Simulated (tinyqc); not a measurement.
Two-junction solar cell, detailed-balance limit: two steps of the calculation.

The top cell takes all photons above E1, the bottom cell those between E2 and E1. Each cell follows J = Jsc - J0 (exp(V/Vt) - 1) with J0 = q ge Phi(gap, T)/ERE; light emitted by one cell and absorbed by the other is left out. In series both carry one current; wired apart (four terminals) each works at its own maximum power point. Efficiencies are counted against Pin = fs X sigma Ts^4.

Inputs (values chosen for the exercise):
- T = 300 K (cell temperature)

Constants: q = 1.602176634e-19 C, kB = 1.380649e-23 J/K, Vt = kB T/q. Results are converted to the units shown.

Task 1. The series curve. V1 = Vt ln((J1 - J)/J01 + 1), V2 = Vt ln((J2 - J)/J02 + 1), power J (V1 + V2).

```
point,J (mA/cm^2)
0,0
1,429.5
2,687.2
3,773.1
4,807.5
5,824.6
6,841.8
7,854.7
```

J1 = 1827.2861 mA/cm^2
J2 = 859.00715 mA/cm^2
J01 = 1.6460471e-10 mA/cm^2
J02 = 9.8341456e-6 mA/cm^2

Wanted: V1; V2; power.

Result 1.

```
point,V1 (V),V2 (V),power (mW/cm^2)
0,0.7765,0.4727,0
1,0.7696,0.4548,525.9
2,0.7643,0.4311,821.5
3,0.7623,0.4132,908.8
4,0.7615,0.4000,937.9
5,0.7610,0.3895,948.8
6,0.7606,0.3716,953.1
7,0.7602,0.3358,936.8
```

Among these points the power is largest at J = 841.8 mA/cm^2.

Task 2. Maximum power, in series and apart. In series V(J) = Vt [ln((J1 - J)/J01 + 1) + ln((J2 - J)/J02 + 1)], and J V(J) is largest where V = J Vt [1/(J1 - J + J01) + 1/(J2 - J + J02)]. Apart, each cell has (1 + v) exp(v) = 1 + Jsc/J0 at its maximum power point, v = Vmp/Vt.

J1 = 1827.2861 mA/cm^2
J2 = 859.00715 mA/cm^2
J01 = 1.6460471e-10 mA/cm^2
J02 = 9.8341456e-6 mA/cm^2
Pin = 5022.4491 mW/cm^2

Wanted: series Jmp; series Vmp; series efficiency; top cell alone; bottom cell behind it.

Result 2.

series Jmp = 839.52 mA/cm^2
series Vmp = 1.1355 V
series efficiency = 18.980 %
top cell alone = 24.221 %
bottom cell behind it = 6.4306 %

Wired apart the cells give 30.65 %; the series connection loses 12 points of that.

Numbers from tinyqc (`OMP_NUM_THREADS=1 python tinyqc.py 2820102 2820103 out.jsonl`; about 0.01 s on one thread of a shared Intel Xeon 2.30GHz).
